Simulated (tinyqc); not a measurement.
Field from the level spacing.

Question. In a triangular well E_k = a_k (C F^2/mz1)^(1/3), a_1 = 2.338107, a_2 = 4.087949, C = hbar^2/(2 m0), F in eV/nm (1 MV/cm = 0.1 eV/nm). Find F, E_1, the mean distance 2 E_1/(3 F) of the lowest level and the sheet charge eps0 eps_r F/q behind such a field.

Values chosen for this exercise:

| symbol | value | unit | meaning |
|---|---|---|---|
| eps_r | 11.6 |  | relative permittivity |
| mz1 | 0.253 | m0 | mass along z of valley set A (6 valley(s)) |

Constants: q = 1.602176634e-19 C, hbar = 1.054571817e-34 J s, m0 = 9.1093837015e-31 kg, eps0 = 8.8541878128e-14 F/cm where lengths are in cm, hbar^2/(2 m0) = 0.0380998212 eV nm^2. Results are converted to the units shown.

spacing of the two lowest levels = 103.37150 meV

Answer. The spacing over a_2 - a_1 is the energy scale (C F^2/mz1)^(1/3), which gives F.

F = 0.370 MV/cm
E_1 = 138 meV
mean distance = 2.49 nm
sheet charge over q = 2.37e12 cm^-2

Numbers from tinyqc (`OMP_NUM_THREADS=1 python tinyqc.py 2160161 2160162 out.jsonl`; about 0.5 s on one thread of a shared Intel Xeon 2.30GHz).
